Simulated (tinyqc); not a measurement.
A short-path metal as competitor: size effects in the resistivity of thin metal films and interconnect lines. Computed by tinyqc, a small Python program. Command: `OMP_NUM_THREADS=1 python tinyqc.py 3006491 3006492 out.jsonl size walk`. One thread of a shared host (Intel(R) Xeon(R) Processor @ 2.30GHz), about 0.01 s of CPU time with the checks.

Electrons lose their drift at surfaces (a share 1 - p of the hits) and at grain boundaries (reflection R), besides bulk scattering. The line sits in a trench with a non-conducting liner on both walls and the bottom; the spacing equals the drawn width.

Inputs (values chosen for the exercise, modelled on silver):

| quantity | value | unit |
|---|---|---|
| bulk resistivity rho_b | 1.54 | microohm cm |
| bulk mean free path lambda | 55.9 | nm |
| specularity p | 0 | - |
| grain-boundary reflection R | 0.31 | - |
| grain size over metal width | 0.55 | - |
| aspect ratio (height over width) | 2.1 | - |
| liner thickness t | 0.9 | nm |
| competitor: rho_b relative to this metal | 1.6 | - |
| competitor: lambda relative to this metal | 0.45 | - |
| competitor: liner relative to t | 0 | - |

Geometry: line.

Method:
- Fuchs-Sondheimer film: rho_b/rho = 1 - (3/(2 kappa))(1 - p) int_0^1 (s - s^3)(1 - exp(-kappa/s))/(1 - p exp(-kappa/s)) ds, f = rho/rho_b, kappa = thickness/lambda, 80 Gauss-Legendre points.
- Line: the excess of a film of thickness w_m and of a film of thickness h_m are added, rho/rho_b = 1 + (f(w_m) - 1) + (f(h_m) - 1), an estimate that holds best when both sides exceed lambda.
- Mayadas-Shatzkes: alpha = (lambda/D) R/(1 - R); rho_b/rho = 1 - 3 alpha/2 + 3 alpha^2 - 3 alpha^3 ln(1 + 1/alpha).
- w_m = w - 2t, h_m = (aspect ratio) w - t, D = (ratio) w_m; rho = rho_b [1 + surface excess + grain excess].
- Effective resistivity rho (aspect ratio) w^2/(w_m h_m) for the metal with its liner, for the same metal without liner, and for a competitor with its own rho_b, lambda and liner, and for that competitor with the liner t; p, R, aspect and grain ratios are the same.

Effective resistivity (microohm cm):

| w (nm) | this metal | without liner | competitor | competitor, liner t |
|---|---|---|---|---|
| 200 | 2.336 | 2.303 | 3.011 | 3.050 |
| 100 | 3.179 | 3.082 | 3.562 | 3.662 |
| 50 | 4.968 | 4.644 | 4.681 | 4.978 |
| 30 | 7.534 | 6.690 | 6.184 | 6.907 |
| 20 | 11.056 | 9.188 | 8.050 | 9.595 |
| 14 | 16.208 | 12.321 | 10.415 | 13.551 |
| 10 | 24.460 | 16.404 | 13.512 | 19.895 |
| 7 | 40.924 | 22.387 | 18.056 | 32.516 |
| 5 | 74.998 | 30.191 | 23.976 | 58.488 |

What does the comparison show, and why?

The competitor wins below a width between 100 and 50.0 nm. In narrow lines rho scales as rho_b lambda/w, and the product rho_b lambda of the competitor is 0.72 times this metal's. At the narrowest width the liner costs this metal a factor 2.48. With the same liner the competitor wins below a width between 50.0 and 30.0 nm; at the narrowest width the thinner liner lowers it from 58.5 to 24.0. Rows with w - 2t below lambda stretch the additive estimate. Metal widths below about 5 nm are outside this semiclassical model.

Extremes, crossings and ranges named in words are read from the listed rows.
